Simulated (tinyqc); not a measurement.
Extended Hueckel theory, for BeH2, step by step. One step of it, computed by the program tinyqc.

Task: Mulliken analysis. P = C n C^T; charge = valence electrons (H 1, Be 2) minus the sum of (P S)_ii on the atom; overlap population = 2 sum P_ij S_ij between two atoms.

coefficients:
```
,MO1,MO2,MO3,MO4,MO5,MO6
1Be 2s,0.394502,0.000000,0.000000,0.000000,1.265180,0.000000
1Be 2px,0.000000,0.000000,0.000211,1.000000,0.000000,0.000000
1Be 2py,0.000000,0.288405,0.000000,0.000000,0.000000,1.639992
1Be 2pz,0.000000,0.000000,1.000000,-0.000211,0.000000,0.000000
2H 1s,0.482868,0.543834,0.000000,0.000000,-0.782762,-1.070338
3H 1s,0.482868,-0.543834,0.000000,0.000000,-0.782762,1.070338
```

occupations: 2.000000  2.000000  0.000000  0.000000  0.000000  0.000000

overlap S:
```
,1Be 2s,1Be 2px,1Be 2py,1Be 2pz,2H 1s,3H 1s
1Be 2s,1.000000,0.000000,0.000000,0.000000,0.472788,0.472788
1Be 2px,0.000000,1.000000,0.000000,0.000000,0.000000,0.000000
1Be 2py,0.000000,0.000000,1.000000,0.000000,0.554504,-0.554504
1Be 2pz,0.000000,0.000000,0.000000,1.000000,0.000000,0.000000
2H 1s,0.472788,0.000000,0.554504,0.000000,1.000000,0.038160
3H 1s,0.472788,0.000000,-0.554504,0.000000,0.038160,1.000000
```

Give: charges; Overlap populations.

Result:

charges: 1Be 0.8142, 2H -0.4071, 3H -0.4071

Overlap populations:
```
pair,value
2-1,0.708134
3-1,0.708134
3-2,-0.009554
```
